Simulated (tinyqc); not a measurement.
## Gain factor and gap resistance from two string resistances

Question. At small bit-line voltage each of the 64 cells has the resistance 1/(K x) at overdrive x (no mobility reduction) in series with a gap resistance Rg. Find K, Rg and the share of the gaps at the higher overdrive.

resistance of a string of 64 equal cells at overdrives of 4.5 and 8.6 V (kohm): 2668.2469  1914.8734

Answer. The resistance per cell is a straight line in 1/x with slope 1/K and intercept Rg.

K = 9.000 uA/V^2
Rg = 17.00 kohm
share of the gaps = 56.82 %

Computed by the program tinyqc: `OMP_NUM_THREADS=1 python tinyqc.py 2142199 2142200 out.jsonl`, one thread of a shared Intel Xeon 2.30GHz, about 1 s for the whole run.
